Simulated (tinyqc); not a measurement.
# Quarter-wave Bragg mirror and the threshold of a vertical cavity: spectrum across the stop band

N pairs of lossless layers, each a quarter wave thick at lam, in the order nH, nL from the incident medium n0 to the exit medium ns; normal incidence, no dispersion. At wavelength lam + dw each layer has the phase d = (pi/2) lam/(lam + dw) and the matrix [[cos d, i sin d/n], [i n sin d, cos d]].

B = M11 + M12 ns, C = M21 + M22 ns; r = (n0 B - C)/(n0 B + C), T = 4 n0 ns/|n0 B + C|^2, R = |r|^2 = 1 - T. stop band, to first order in its width, (4 lam/pi) arcsin((nH - nL)/(nH + nL)).

Parameters, values chosen for the exercise; indices close to those of titanium oxide and silicon dioxide:
- lam = 633 nm (design wavelength)
- nH = 2.322 (high index)
- nL = 1.453 (low index)
- N = 8 (number of pairs)
- n0 = 1 (index of the incident medium)
- ns = 1.5 (index of the exit medium)

Results:
```
dw (nm)        R   T (%)  |trace of the pair matrix|/2
-130      0.2410   75.90                        0.7826
-100     0.02386   97.61                        0.9337
-84       0.9260   7.403                        0.9923
-28       0.9980  0.1953                         1.101
28        0.9981  0.1864                         1.103
56        0.9964  0.3638                         1.078
84        0.9889   1.108                         1.041
100       0.9731   2.688                         1.016
130       0.6967   30.33                        0.9642
```

Estimate the missing row, dw = -56 nm.

Computed row:
```
dw (nm)       R   T (%)  |trace of the pair matrix|/2
-56      0.9945  0.5534                         1.063
```

With this row back in the table: The stop band is about 187 nm wide to first order; 6 of the 10 rows lie inside it (last column above one), where the field decays from pair to pair. T is 0.195 and 0.186 % in the two rows nearest the centre, against 0.147 % at dw = 0, and 75.9 and 30.3 % in the outermost rows, where it oscillates with wavelength.

Numbers from tinyqc (`OMP_NUM_THREADS=1 python tinyqc.py 2650124 2650125 out.jsonl`; about 0.01 s on one thread of a shared Intel Xeon 2.30GHz).
